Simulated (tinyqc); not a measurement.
Inside a calculation: Stoner model of a band ferromagnet. Values are carried at full precision from step to step, so a last printed digit may differ when a step is redone from the rounded ones.

Density of states per atom and spin: semi-elliptic, D(e) = (8 M/(pi W^2)) sqrt(W^2/4 - e^2). Levels e -/+ I m/2 for up and down spin, m = n_up - n_down, n_up + n_down = nd. At zero temperature e(N) is the energy below which N states lie, and E(m) = sum over spins of integral e D de - I m^2/4.

Parameters, chosen for this exercise:
- W = 6.4 eV (band width, e from -W/2 to W/2)
- M = 5 (states per atom and spin)
- nd = 9.4 (electrons per atom)
- I = 1.3 eV (Stoner parameter)

## The paramagnetic state and the Stoner criterion

Find EF from nd/2 states per spin, D(EF) and the product I D(EF); below 1 the susceptibility is enhanced by 1/(1 - I D).

EF = 2.4948 eV
D(EF) = 0.6229 1/eV
I D(EF) = 0.8098

The paramagnet is locally stable, with a susceptibility enhanced 5.26 times.

## Energy against moment

Tabulate the splitting that the band needs, e(n_up) - e(n_down), against I m, and E(m) - E(0), at nine moments up to saturation m_max = min(nd, 2M - nd).

Energy curve:
```
m      e(n_up) (eV)  e(n_down) (eV)  difference (eV)  I m (eV)  E - E(0) (meV)
0.000        2.4948          2.4948           0.0000    0.0000             0.0
0.075        2.5562          2.4357           0.1205    0.0975             0.4
0.150        2.6203          2.3784           0.2419    0.1950             1.7
0.225        2.6878          2.3229           0.3649    0.2925             4.0
0.300        2.7596          2.2688           0.4909    0.3900             7.2
0.375        2.8374          2.2159           0.6215    0.4875            11.6
0.450        2.9241          2.1642           0.7599    0.5850            17.3
0.525        3.0267          2.1135           0.9132    0.6825            24.9
0.600        3.2000          2.0638           1.1362    0.7800            35.3
```

dE/dm is half of (difference - I m), so E falls wherever I m exceeds the difference.

## The ground state

Take the lowest of E(0), the stationary points e(n_up) - e(n_down) = I m, and saturation.

m = 0.000 muB
exchange splitting I m = 0.000 eV
E - E(0) = 0.0 meV

n_up, n_down: 4.700  4.700

The ground state is not magnetic.

## Checks

- States in the band over M against 1: both 1.000000.

Program tinyqc; command `OMP_NUM_THREADS=1 python tinyqc.py 1681749 1681750 out.jsonl`; about 0.2 s on one thread of a shared Intel(R) Xeon(R) Processor @ 2.30GHz.
